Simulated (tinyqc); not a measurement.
Surface potential of a MOS transistor: implicit equation and explicit approximations: two steps of the calculation.

p-type body, charge-sheet picture, depletion and inversion only, full ionisation (an idealisation for deep acceptors), Boltzmann statistics (rough once Na exp(x - xn) passes about Nc/7). In units of Vt: xg = (Vg - Vfb)/Vt, x = psi/Vt, G = gamma/sqrt(Vt), xn = (2 phiF + Vc)/Vt. The implicit equation is (xg - x)^2 = G^2 [x - 1 + exp(x - xn)] for x above about 3. Cox = eps0 eox/tox.

Task 1. Explicit approximation. Depletion value a = 1 + [sqrt(G^2/4 + xg - 1) - G/2]^2; inversion value b = xn + ln[(xg - xn)^2/G^2 - xn + 1] and first guess y = min(a, b) - ln(1 + exp(-|a - b|)) if a > xn + 1, else b = y = a; one second-order correction with D = exp(y - xn), p = 2 (xg - y) + G^2 (1 + D), w = (xg - y)^2 - G^2 (y - 1 + D): z = y + 2 w/(p + sqrt(p^2 - 2 (2 - G^2 D) w)), or the Newton step z = y + w/p where the root is not real.

G = 1.9400473
xn = 19.036457
xg = 35.587189

Wanted: a; b; y; p; w; z.

Result 1.

a = 25.905
b = 23.039
y = 22.984
p = 223.92
w = -118.84
z = 22.162

The root of the implicit equation is x = 22.2843; y misses it by 0.70 and z by -0.12, in units of Vt.

Task 2. New x. D = exp(x - xn), f = (xg - x)^2 - G^2 (x - 1 + D), f' = -2 (xg - x) - G^2 (1 + D), x(new) = x - f/f'.

x at the start = 25.91
G = 1.9400473
xn = 19.036457
xg = 35.587189

Find: D; f; f'; x after iteration 1.

Result 2.

D = 966.4
f = -3637
f' = -3660
x after iteration 1 = 24.92

tinyqc, about 0.01 s, one thread, Intel Xeon 2.30GHz (shared host): `OMP_NUM_THREADS=1 python tinyqc.py 2122085 2122086 out.jsonl`
